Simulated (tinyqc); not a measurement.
# Ion-assisted plasma etching: sheath, surface coverage, synergy and aspect-ratio dependence, step by step

A worked calculation. Computed by tinyqc, a small Python program that keeps every step. Command: `OMP_NUM_THREADS=1 python tinyqc.py 3029793 3029794 out.jsonl etch walk`. One thread of a shared host (Intel(R) Xeon(R) Processor @ 2.30GHz), about 0.07 s of CPU time with the checks. Intermediate numbers are printed to about 7 digits and carried at full precision; extremes and crossings named in words are read from the listed rows.

Radicals adsorb on bare sites; ions remove covered sites with a high yield and bare sites by sputtering; a slow spontaneous reaction acts everywhere, walls included.

Inputs (values chosen for the exercise, close to those used for silicon dioxide in a fluorocarbon plasma):
```
quantity                                value       unit
plasma density n_e                    4.5e+11     1/cm^3
electron temperature T_e                    5         eV
ion mass M_i                               50          u
sheath voltage V                          100          V
radical density n                       7e+13     1/cm^3
radical mass M_n                           31          u
gas temperature T_g                       400          K
sticking coefficient s                   0.52          -
radicals per removed unit x                 2          -
yield slope b                             0.3  eV^(-1/2)
threshold E_th                             28         eV
sputter slope b_p                       0.011  eV^(-1/2)
sputter threshold E_p                      34         eV
spontaneous reaction probability k_c  2.4e-06          -
solid density N                       2.2e+22     1/cm^3
ion temperature T_i                      0.68         eV
aspect ratio A                            4.4          -
```

Feature: round hole.

Constants: e = 1.602176634e-19 C; u = 1.6605390666e-27 kg; k_B = 1.380649e-23 J/K; eps_0 = 8.8541878128e-12 F/m.

## Fluxes

Bohm speed u_B = sqrt(e T_e/M_i); ion flux G_i = 0.61 n_e u_B; radical flux G_n = n c/4 with c = sqrt(8 k_B T_g/(pi M_n)).

Bohm speed = 310620.9 cm/s

ion flux G_i = 8.526543e+16 1/(cm^2 s)

radical speed c = 52268.05 cm/s

radical flux G_n = 9.146909e+17 1/(cm^2 s)

flux ratio G_n/G_i = 10.72757

## Sheath and ion angles

Debye length lambda_D = sqrt(eps_0 T_e/(e n_s)) with n_s = 0.61 n_e, T_e in volts; Child-law sheath d = (sqrt2/3) lambda_D (2 V/T_e)^(3/4); ion energy E = V + T_e/2; angular spread = arctan(sqrt(T_i/E)).

Debye length = 31.72729 um

sheath thickness = 237.8876 um

ion energy E = 102.5 eV

angular spread = 4.656478 degrees

## Yields

Yields: Y = b (sqrt(E) - sqrt(E_th)) on covered sites, Y_p = b_p (sqrt(E) - sqrt(E_p)) on bare ones (zero below threshold).

yield Y = 1.449818

sputter yield Y_p = 0.04722604

## Open-field etch rate

Steady coverage: s G_n (1 - theta) = x Y G_i theta; removal flux = Y G_i theta + Y_p G_i (1 - theta) + k_c G_n; rate = flux/N, 1 cm/s = 6e8 nm/min. Lateral rate = k_c G_n/N; anisotropy = 1 - lateral/vertical; synergy = vertical/(ions alone + radicals alone), with ions alone Y_p G_i/N and radicals alone the lateral rate.

coverage theta = 0.6579801

vertical rate = 2255.959 nm/min

lateral rate = 0.05987068 nm/min

anisotropy = 0.9999735

synergy = 20.53106

Ions and radicals both limit the rate. Caution: an oxide etch rate above 2 um/min is far higher than usual in practice.

## Rate at the floor of the feature

Transmission of a round hole: K = 1/(1 + 3A/4), walls that scatter diffusely without loss. With a loss probability S = s (1 - theta) at the floor, G_b/G_n = K/(K + S - K S); theta follows G_b, and the two are solved together. Ions are taken to reach the floor unshadowed; G_b replaces G_n in every term of the rate; A is depth over diameter.

transmission K = 0.2325581

G_b/G_n = 0.5439040

coverage at the floor = 0.5113288

rate at the floor = 1777.611 nm/min

floor rate over open-field rate = 0.7879627

The lag is 21 %.

## Etch lag against aspect ratio

The formulas are those given above.

Floor of the feature:
```
A              K    G_b/G_n      theta  rate (nm/min)  relative rate
0.5    0.7272727  0.9348586  0.6426640       2206.000      0.9778547
1.0    0.5714286  0.8729378  0.6267770       2154.178      0.9548839
2.0    0.4000000  0.7593171  0.5936246       2046.041      0.9069499
5.0    0.2105263  0.5020148  0.4912959       1712.269      0.7589984
10.0   0.1176471  0.2839003  0.3532402       1261.971      0.5593948
20.0   0.0625000  0.1399496  0.2121244        801.697      0.3553687
50.0   0.0259740  0.0535355  0.0933751        414.377      0.1836813
100.0  0.0131579  0.0262284  0.0480346        266.492      0.1181282
```

K falls by a factor 55.3 over the rows and the rate by 8.28. Among these rows the rate stays within 10 % of the open-field value up to A = 2, with an open-field coverage of 0.66. Caution: rows with A above about 1/(2 tan(ion spread)) or 1/sqrt(k_c), often 10 to 30, are formal: ion shadowing, radical loss on the walls, redeposition of sputtered material and, in fluorocarbon plasmas, polymer growth are left out and add to the lag.

## Yield per ion against the flux ratio

The ion flux is fixed and the radical flux set by the ratio; the removal per ion is the removal flux over G_i.

Open field:
```
G_n/G_i      theta  rate (nm/min)  removal per ion
0.3      0.0510532        276.338         0.118834
1        0.1520630        605.797         0.260511
3        0.3498044       1250.765         0.537866
10       0.6420042       2203.847         0.947720
30       0.8432599       2860.378         1.230047
100      0.9471830       3199.726         1.375977
300      0.9817518       3313.592         1.424943
1000     0.9944547       3358.931         1.444440
3000     0.9981447       3382.128         1.454416
```

Coverage reaches one half at G_n/G_i = x Y/s = 5.58. Below that the ion-assisted part follows the radical flux, on top of the sputter floor Y_p = 0.0472; above it the ion-assisted part saturates at Y = 1.45 per ion.

Checks made by the program: series form 1/R = 1/(Y G_i) + x/(s G_n) of the ion-assisted part (relative difference below 1e-10).
